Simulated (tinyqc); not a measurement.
Worked calculation: Ewald sum of point charges, fluorite lattice. Computed by tinyqc, a small Python program that keeps every step. Command: `OMP_NUM_THREADS=1 python tinyqc.py 26393 26394 out.jsonl` (the two numbers bound the seeds that draw the settings). One thread of a shared host (Intel(R) Xeon(R) Processor @ 2.60GHz), about 0.08 s of CPU time with the checks.

## Ewald sum with eta = 0.323 1/bohr

cell vectors (rows) (bohr):
```
        1       2       3
1  0.0000  6.0450  6.0450
2  6.0450  0.0000  6.0450
3  6.0450  6.0450  0.0000
```

Charges:
```
q            f1      f2      f3
4.0000   0.0000  0.0000  0.0000
-2.0000  0.2500  0.2500  0.2500
-2.0000  0.7500  0.7500  0.7500
```

Real space: 1/2 sum q_i q_j erfc(eta r)/r over all images with r > 0; reciprocal space: (2 pi/V) sum_(G != 0) exp(-G^2/4 eta^2)/G^2 |S(G)|^2 with S(G) = sum q exp(i G.r); self term -eta/sqrt(pi) sum q^2; background -pi Q^2/(2 V eta^2), Q the total charge.

Real-space shells (first ones):
```
r (bohr)  pairs  sum (hartree)
5.2351       16        -0.2052
6.0450       12         0.0229
8.5489       36         0.0016
10.0245      48      -8.94e-05
10.4702      16       5.29e-06
12.0900      18       1.99e-07
13.1748      48      -2.57e-08
13.5170      48       4.72e-09
14.8072      72       2.61e-10
15.7054      64      -1.19e-11
17.0978      36              0
17.8814      96              0
```

Reciprocal shells (first ones that count):
```
G^2 (1/bohr^2)  vectors  sum (hartree)
0.8103                8         0.3223
1.0804                6         0.3797
2.9710               24         0.0015
3.2411                8         0.0010
5.1317               24       4.86e-06
5.4018               24       9.67e-06
7.2924               32       2.57e-08
9.4531               48       1.68e-10
9.7232               30       2.14e-10
```

## The total does not depend on eta

The same sums for other eta.

Totals (hartree per cell):
```
eta          real  reciprocal     self  background      total
0.3230    -0.1809      0.7045  -4.3736      0.0000  -3.849984
0.3920    -0.0421      1.5000  -5.3079      0.0000  -3.849984
0.5740  -2.58e-04      3.9226  -7.7723      0.0000  -3.849984
```

shortest distance = 5.2351 bohr

Madelung constant -E d / (formula units |q+ q-|) = 2.5194
